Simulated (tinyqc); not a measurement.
RKS/PBE in the sto-6g basis, for BeH2, spin multiplicity 1, step by step. Computed by tinyqc, a small Python program that keeps every step (integrals from PySCF). Settings: charge = 0, multiplicity = 1, basis = sto-6g, energy threshold = 1e-10, iteration cap = 59, orthogonalisation = canonical, start = highest core orbitals, DIIS depth = 0, method = RKS, functional = pbe,pbe, grid = [40, 14]. Command: `OMP_NUM_THREADS=1 python tinyqc.py 23948 23949 out.jsonl` (the two numbers bound the seeds that draw the settings). One thread of a shared host (Intel(R) Xeon(R) Processor @ 2.60GHz), about 0.8 s of CPU time with the checks.

Geometry (angstrom):
```
atom         x          y         z
Be    0.000000   0.000000  0.000000
H     0.000000   1.725000  0.000000
H     0.000000  -1.676000  0.000000
```

Stop when the energy changes by less than 1e-10 hartree and every element of the error matrix X^T (F D S - S D F) X is below 3e-06.

Course of the cycle:
```
iteration   E (hartree)     change  largest element of the error matrix
1           -3.79827662          -                             8.05e-02
2          -14.62263928  -1.08e+01                             3.12e-01
3          -15.39702466  -7.74e-01                             4.32e-01
4          -15.45830835  -6.13e-02                             4.76e-01
5          -15.50168496  -4.34e-02                             3.75e-01
6          -15.52043145  -1.87e-02                             4.21e-01
7          -15.53706007  -1.66e-02                             3.48e-01
8          -15.54502394  -7.96e-03                             3.95e-01
9          -15.55330023  -8.28e-03                             3.34e-01
10         -15.55701306  -3.71e-03                             3.81e-01
11         -15.56178592  -4.77e-03                             3.26e-01
12         -15.56346858  -1.68e-03                             3.73e-01
13         -15.56654524  -3.08e-03                             3.21e-01
14         -15.56715119  -6.06e-04                             3.68e-01
...                 ...        ...                                  ...
46         -15.57290465   9.47e-04                             3.60e-01
47         -15.57385400  -9.49e-04                             3.13e-01
48         -15.57290642   9.48e-04                             3.60e-01
49         -15.57385545  -9.49e-04                             3.13e-01
50         -15.57290757   9.48e-04                             3.60e-01
51         -15.57385639  -9.49e-04                             3.13e-01
52         -15.57290832   9.48e-04                             3.60e-01
53         -15.57385700  -9.49e-04                             3.13e-01
54         -15.57290881   9.48e-04                             3.60e-01
55         -15.57385740  -9.49e-04                             3.13e-01
56         -15.57290913   9.48e-04                             3.60e-01
57         -15.57385765  -9.49e-04                             3.13e-01
58         -15.57290934   9.48e-04                             3.60e-01
59         -15.57385782  -9.48e-04                             3.13e-01
```

Can the last value be used, and what does the course show?

Not by the stop rule. Not converged within the cap of 59 iterations: the residual has stopped falling: the iteration swings between two states. Reruns (cap 100 unless said): DIIS 8: converged in 28; damping 0.5: converged in 38; level shift 0.5: converged in 21; atomic densities as start, DIIS 8: converged in 7; the original settings with a cap of 400: not converged. PySCF RKS in the same basis, fine grid = -15.74945469 hartree, which differs from a converged run on this coarse grid by the grid error.
